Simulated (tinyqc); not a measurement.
Inputs raised by 5 %, one at a time: thermal, flicker and telegraph noise of a field-effect transistor. Computed by tinyqc, a small Python program. Command: `OMP_NUM_THREADS=1 python tinyqc.py 3009342 3009343 out.jsonl noise sens`. One thread of a shared host (Intel(R) Xeon(R) Processor @ 2.30GHz), about 0.01 s of CPU time with the checks.

Strong inversion, threshold roll-off and channel-length modulation left out; noise sources are uncorrelated and are given as one-sided spectral densities. The drain voltage is 50 mV.

Inputs (values chosen for the exercise, modelled on a high-k silicon transistor):

| quantity | value | unit |
|---|---|---|
| width W | 6.9 | micrometre |
| length L | 340 | nm |
| electrical oxide thickness t | 3.8 | nm |
| mobility mu | 340 | cm^2/(V s) |
| overdrive V_ov | 0.65 | V |
| oxide trap density N_t | 1e+18 | 1/(eV cm^3) |
| oxide barrier phi | 2.5 | eV |
| oxide mass m_ox | 0.44 | m_0 |
| frequency f | 80 | Hz |
| temperature T | 300 | K |

Operating region: linear. Flicker model: number fluctuation.

Constants: eps_0 = 8.8541878128e-12 F/m; hbar = 1.054571817e-34 J s; m_0 = 9.1093837015e-31 kg; e = 1.602176634e-19 C; k_B = 8.617333262e-05 eV/K; k_B = 1.380649e-23 J/K.

Method:
- C_ox = 3.9 eps_0/t; I = mu C_ox (W/L) V_ov V_D; g_m = I/V_ov; g_d0 = I/V_D.
- Tunnelling length lambda = hbar/(2 sqrt(2 m_ox phi)); flat-band noise S_Vfb = e^2 k_B T lambda N_t/(W L C_ox^2 f). S_I = g_m^2 S_Vfb.
- Thermal: S_I = 4 k_B T g_d0; input-referred S_V = S_I/g_m^2; corner f_c where flicker equals thermal.
- Total input noise from 1 Hz to f_c: sqrt(S_V,thermal [f_c ln(f_c/1 Hz) + f_c - 1 Hz]).

Runs:

| input moved | from | to | input-referred thermal noise (nV/sqrt(Hz)) | flicker S_I/I^2 (1/Hz) | input noise up to f_c (microvolt) | g_m (microsiemens) |
|---|---|---|---|---|---|---|
| base run | - | - | 26.211 | 9.4307e-12 | 66.916 | 313.51 |
| width W (micrometre) | 6.9 | 7.245 | 25.579 | 8.9817e-12 | 65.304 | 329.18 |
| electrical oxide thickness t (nm) | 3.8 | 3.99 | 26.858 | 1.0397e-11 | 70.384 | 298.58 |
| mobility mu (cm^2/(V s)) | 340 | 357 | 25.579 | 9.4307e-12 | 67.032 | 329.18 |
| overdrive V_ov (V) | 0.65 | 0.6825 | 26.858 | 8.5540e-12 | 66.800 | 313.51 |
| oxide trap density N_t (1/(eV cm^3)) | 1e+18 | 1.05e+18 | 26.211 | 9.9023e-12 | 68.688 | 313.51 |
| temperature T (K) | 300 | 315 | 26.858 | 9.9023e-12 | 68.569 | 313.51 |
| oxide barrier phi (eV) | 2.5 | 2.625 | 26.211 | 9.2035e-12 | 66.048 | 313.51 |

Exponents ln(y'/y) / ln(x'/x):

| input | input-referred thermal noise | flicker S_I/I^2 | input noise up to f_c | g_m |
|---|---|---|---|---|
| width W | -0.5 | -1.0 | -0.500 | 1 |
| electrical oxide thickness t | 0.5 | 2.0 | 1.036 | -1 |
| mobility mu | -0.5 | 0.0 | 0.036 | 1 |
| overdrive V_ov | 0.5 | -2.0 | -0.036 | 0 |
| oxide trap density N_t | 0.0 | 1.0 | 0.536 | 0 |
| temperature T | 0.5 | 1.0 | 0.500 | 0 |
| oxide barrier phi | 0.0 | -0.5 | -0.268 | 0 |

Among the inputs moved here: input-referred thermal noise answers most in size to width W (exponent -0.500), and about equally to electrical oxide thickness t (+0.500), mobility mu (-0.500), overdrive V_ov (+0.500), temperature T (+0.500); its exponent is below 0.0005 for oxide trap density N_t, oxide barrier phi. Its exponent -0.500 in width W: parallel devices average. Flicker S_I/I^2 answers most in size to electrical oxide thickness t (exponent +2.000), and about equally to overdrive V_ov (-2.000); its exponent is below 0.0005 for mobility mu. Its exponent +2.000 in electrical oxide thickness t: S_Vfb goes as 1/C_ox^2. Its exponent +1.000 in oxide trap density N_t: independent traps. Input noise up to f_c answers most in size to electrical oxide thickness t (exponent +1.036), next to oxide trap density N_t (+0.536). g_m answers most in size to width W (exponent +1.000), and about equally to electrical oxide thickness t (-1.000), mobility mu (+1.000); its exponent is below 0.0005 for overdrive V_ov, oxide trap density N_t, temperature T, oxide barrier phi.
